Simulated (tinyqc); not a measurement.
Special k points of the bcc lattice, step by step. Values are carried at full precision from step to step, so a last printed digit may differ when a step is redone from the rounded ones.

Lattice vectors in units of a: a1 = (-1/2, 1/2, 1/2), a2 = (1/2, -1/2, 1/2), a3 = (1/2, 1/2, -1/2); reciprocal vectors b_i with a_i . b_j = 2 pi delta_ij. Mesh: k = sum_i f_i b_i with f_i = (2 j_i + shift)/(2 N), j_i = 0 .. N-1. The point group of the lattice has 48 operations; only those that map the mesh onto itself are used.

Inputs chosen for the exercise (the lattice of W; not measured data): N = 5 (points along each reciprocal vector); shift = 1 (half steps); D = 1.92 eV (half gap term); t = 0.74 eV (coupling); e0 = 1.86 eV (offset).

## Irreducible points and weights

Join points that an operation carries into one another (modulo reciprocal vectors); list each class by its first point in the order of (j1, j2, ...).

Irreducible points:
```
f1          f2      f3  weight
0.1000  0.1000  0.1000       8
0.1000  0.1000  0.3000      24
0.1000  0.1000  0.9000       6
0.1000  0.3000  0.3000       8
0.1000  0.3000  0.7000      24
0.1000  0.5000  0.5000      12
0.1000  0.5000  0.7000      24
0.3000  0.3000  0.7000       6
0.3000  0.5000  0.5000      12
0.5000  0.5000  0.5000       1
```

operations that keep the mesh = 48
irreducible points = 10

The weights add up to 125 = N^3; symmetry saves a factor 12.5.

## Which stars the mesh integrates

A_m(k) = sum over the m-th star of lattice vectors R of cos(k . R), stars in order of length: m = 1: |R|^2 = 0.75, 8 vectors, such as (1, 1, 1) in the basis a_i; m = 2: |R|^2 = 1, 6 vectors, such as (1, 1, 0) in the basis a_i; m = 3: |R|^2 = 2, 12 vectors, such as (2, 1, 1) in the basis a_i; m = 4: |R|^2 = 2.75, 24 vectors, such as (2, 2, 1) in the basis a_i; m = 5: |R|^2 = 3, 8 vectors, such as (2, 2, 2) in the basis a_i; m = 6: |R|^2 = 4, 6 vectors, such as (2, 2, 0) in the basis a_i. The zone mean of every A_m is zero.

Lattice vectors in units of a: a1 = (-1/2, 1/2, 1/2), a2 = (1/2, -1/2, 1/2), a3 = (1/2, 1/2, -1/2); f are fractions of the reciprocal vectors. Evaluate the first six A_m at each irreducible point (k . R = 2 pi sum f_i n_i) and form the weighted means.

A_m at the points:
```
       m=1     m=2     m=3      m=4     m=5     m=6
1    4.236   1.854   1.146   -4.854   0.236  -4.854
2    0.618  -2.618   0.618   -3.472   1.618  -0.382
3    6.472   4.618   6.472   10.472   2.472   2.382
4   -0.236  -4.854   7.854    1.854  -4.236   1.854
5    2.000   1.000  -3.000   -4.000  -2.000   1.000
6   -0.764  -1.236  -3.854    3.236   5.236   3.236
7   -1.618  -0.382  -1.618    5.472  -0.618  -2.618
8   -2.472   2.382  -2.472    1.528  -6.472   4.618
9   -5.236   3.236   2.854   -1.236   0.764  -1.236
10  -8.000   6.000  12.000  -24.000   8.000   6.000
```

weighted means: m=1 0.000, m=2 0.000, m=3 0.000, m=4 0.000, m=5 0.000, m=6 0.000

All six means vanish: the mesh is exact for functions whose Fourier series ends within these stars.

## A zone average from the irreducible points

Test function, the lower band of a two-band insulator: E(k) = -sqrt(D^2 + (e0 - t A_1(k))^2).

Lattice vectors in units of a: a1 = (-1/2, 1/2, 1/2), a2 = (1/2, -1/2, 1/2), a3 = (1/2, 1/2, -1/2). Evaluate E at each point and take the weighted mean; the reference uses the unshifted mesh with N = 24.

E at the points (eV): -2.3046  -2.3778  -3.5025  -2.7976  -1.9572  -3.0933  -3.6102  -4.1591  -6.0476  -8.0134

weighted mean = -3.1614 eV
reference mean = -3.1645 eV

The error is +3.11 meV with 10 points.

## Checks

- Weighted mean over irreducible points against the plain mean over the whole mesh (eV): both -3.161416.
- Reference mean against a mesh of N = 30 (eV): both -3.1645.

(tinyqc, `OMP_NUM_THREADS=1 python tinyqc.py 1651193 1651194 out.jsonl`, Intel(R) Xeon(R) Processor @ 2.30GHz, 1 thread, shared host, about 0.1 s.)
